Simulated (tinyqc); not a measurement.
# From one set of inputs to another, one input at a time

Model: spin coating of a resist or spin-on film: centrifugal thinning, evaporation and the final thickness (Emslie and Meyerhofer models). Computed by tinyqc, a small Python program. Command: `OMP_NUM_THREADS=1 python tinyqc.py 3112810 3112811 out.jsonl spincoat ladder`. One thread of a shared host (Intel(R) Xeon(R) Processor @ 2.30GHz), about 0.3 s of CPU time with the checks.

A Newtonian film stays uniform over the wafer; solvent and solids have the same density and the concentration is uniform through the thickness.

The inputs printed are set A. Inputs not listed in the table keep their values of set A, so the rows need not describe a real material.

Inputs (values chosen for the exercise, of the order of those of a polymer resist in an ester solvent):
```
quantity                                 value          unit
solids volume fraction c0                0.082             -
kinematic viscosity of the solvent nu_s    2.3        mm^2/s
viscosity constant k                      3800        mm^2/s
viscosity exponent gamma                   3.4             -
spin speed f                              6000           rpm
evaporation rate at 1000 rpm e0          0.061  micrometre/s
starting thickness h0                      500    micrometre
wafer radius R                             100            mm
shrinkage in the bake                      7.9             %
```

Method:
- omega = 2 pi f/60; nu(c) = nu_s + k c^gamma; evaporation rate e = e0 sqrt(f/1000 rpm).
- Flow constant K = 2 omega^2/(3 nu(c0)); Reynolds number of the air omega R^2/nu_air with nu_air = 15 mm^2/s.
- Meyerhofer estimate: flow rules until (1 - c0) K h^3 = e, then evaporation alone: h_w = (e/((1 - c0) K))^(1/3), dry film c0 h_w.
- Full model for solids s and liquid l per area, h = s + l, c = s/h: ds/dt = -c Q, dl/dt = -(1 - c) Q - e, Q = 2 omega^2 h^3/(3 nu(c)); integrated adaptively (relative tolerance 1e-9) until l = 0.
- Dry film = s at l = 0, before the bake; film after the bake = s x (1 - shrinkage).

Each row keeps all changes above it:
```
input moved                                        from    to  time to dry (s)  dry film, estimate (nm)  wet thickness h_w (micrometre)
set A                                                 -     -            9.703                   101.54                          1.2383
solids volume fraction c0                         0.082  0.15           13.459                   265.53                          1.7702
evaporation rate at 1000 rpm e0 (micrometre/s)    0.061  0.39            3.907                   492.82                          3.2854
viscosity exponent gamma                            3.4   2.3            7.005                   900.66                          6.0044
starting thickness h0 (micrometre)                  500   900            7.005                   900.66                          6.0044
kinematic viscosity of the solvent nu_s (mm^2/s)    2.3  0.98            6.957                   892.78                          5.9518
viscosity constant k (mm^2/s)                      3800   650            3.957                   510.99                          3.4066
```

Which inputs carry the difference?

Time to dry goes from 9.70 to 3.96, a factor 0.408 in all. The largest single move comes from evaporation rate at 1000 rpm e0 (a factor 0.290), and viscosity exponent gamma works against it (a factor 1.79). dry film, estimate goes from 102 to 511, a factor 5.03 in all. The largest single move comes from solids volume fraction c0 (a factor 2.61), and viscosity constant k works against it (a factor 0.572). wet thickness h_w goes from 1.24 to 3.41, a factor 2.75 in all. The largest single move comes from evaporation rate at 1000 rpm e0 (a factor 1.86), and viscosity constant k works against it (a factor 0.572). The single moves hold for this order of the switches; the total does not depend on the order.

Caution (all rows): above a Reynolds number of about 3e5 the air flow near the rim turns turbulent, and evaporation is no longer uniform.

Extremes, crossings and ranges named in words are read from the listed rows.
